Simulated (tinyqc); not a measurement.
Worked calculation: Fermi-Dirac statistics of conduction electrons. Values are carried at full precision from step to step, so a last printed digit may differ when a step is redone from the rounded ones.

Constants: hbar^2/2m0 = 3.80998211 eV angstrom^2; kB = 8.617333262e-05 eV/K; e^2/(4 pi eps0) = 14.39964547 eV angstrom.

Values chosen for the exercise (near those of GaAs, lowest valleys alone; shifted at random, so the results belong to these values and not to a real crystal): m = 0.0664 m0 (density-of-states mass of the conduction band); T = 300 K; n = 2.2e+18 1/cm^3 (electron density); eps = 13 (static dielectric constant); alpha = 0.61 1/eV (non-parabolicity); mh = 0.503 m0 (heavy-hole mass); Eg = 1.418 eV (gap).

## Reduced density

N = 2 (m kB T/(4 pi c))^(3/2) with c = hbar^2/2m0, in 1/angstrom^3; times 1e24 for 1/cm^3; u = n/Nc.

kT = 0.025852 eV
Nc = 4.2936e+17 1/cm^3
u = n/Nc = 5.12388

## Reduced Fermi level by five rules

F_j(eta) = (1/Gamma(j + 1)) integral_0^infinity x^j dx/(1 + exp(x - eta)), which tends to exp(eta) for eta << 0.

With u = n/Nc: Boltzmann eta = ln u; Joyce-Dixon eta = ln u + u/sqrt(8) - 4.95009e-3 u^2 + 1.48386e-4 u^3 - 4.42563e-6 u^4; Nilsson eta = ln u/(1 - u^2) + v/(1 + (0.24 + 1.08 v)^-2) with v = (3 sqrt(pi) u/4)^(2/3); fully degenerate limit eta = v; exact: F_1/2(eta) = u.

Find eta = (EF - Ec)/kT by each rule.

eta: Boltzmann 1.634, Joyce-Dixon 3.332, Nilsson 3.329, degenerate 3.593, exact 3.333

Against the exact value the errors are Boltzmann -1.699, Joyce-Dixon 0.000, Nilsson -0.004, degenerate limit +0.261 (in kT).

## Exact eta by Newton steps

Solve ln F_1/2(eta) = ln u from the Boltzmann value; dF_1/2/d eta = F_-1/2, so the step is -ln(F_1/2/u) F_1/2/F_-1/2. Stop below 1e-9.

Newton steps:
```
step       eta    F_1/2   F_-1/2  step taken
1     1.633911  2.31609  1.30793        1.41
2     3.039987  4.56195  1.86781       0.284
3     3.323699  5.10603  1.96687     0.00906
4     3.332756  5.12386  1.96996    8.69e-06
5     3.332765  5.12388  1.96996    7.99e-12
```

Converged in 5 steps.

## Mean energy, Einstein relation and screening

eta = 3.33277

Mean kinetic energy <E> = (3/2) kT F_3/2/F_1/2; D/mu = (kT/e) F_1/2/F_-1/2; dn/dEF = (Nc/kT) F_-1/2; screening length L = (4 pi (e^2/(4 pi eps0)) (dn/dEF)/eps)^(-1/2), with dn/dEF in 1/(angstrom^3 eV) (1/cm^3 = 1e-24/angstrom^3).

F_-1/2, F_1/2, F_3/2: [1.970, 5.124, 9.387]

<E> = 71.04 meV
D/mu = 67.24 mV
dn/dEF = 3.272e+19 1/(cm^3 eV)
L = 46.86 angstrom

The gas is degenerate. D/mu is 2.601 times kT/e and <E> is 1.832 times (3/2) kT; the Debye formula, with n/kT in place of dn/dEF, would give L = 29.06 angstrom.

## Fermi level in the non-parabolic band

Non-parabolic band E (1 + alpha E) = c k^2/m: n = Nc (2/sqrt(pi)) integral_0^infinity sqrt(x (1 + a x)) (1 + 2 a x) dx/(1 + exp(x - eta)) with a = alpha kT and eta = (EF - Ec)/kT; a = 0 gives n = Nc F_1/2(eta).

Solve for eta at the same n.

a = 0.01577
eta = 3.078
EF - Ec = 79.57 meV

The extra states lower EF by 6.59 meV against the parabolic band.

## Burstein-Moss edge

Vertical transitions from the heavy-hole band reach half-empty states at the k where the conduction energy equals EF: k^2 = E (1 + alpha E) m/c with E = EF - Ec and c = hbar^2/2m0; edge = Eg + E + c k^2/mh. Gap narrowing by many-body effects is left out.

k = 0.03813 1/angstrom
hole energy = 0.0110 eV
edge = 1.5086 eV

The edge moves up by 90.6 meV, of which the valence band supplies 12 %.

## Checks

- Non-parabolic integral at a = 0 against F_1/2(2): both 2.823721.
- F_1/2(40) against the Sommerfeld form (4/(3 sqrt(pi))) eta^(3/2) (1 + pi^2/(8 eta^2)): both 190.45.

(tinyqc, `OMP_NUM_THREADS=1 python tinyqc.py 1650963 1650964 out.jsonl`, Intel(R) Xeon(R) Processor @ 2.30GHz, 1 thread, shared host, about 0.01 s.)
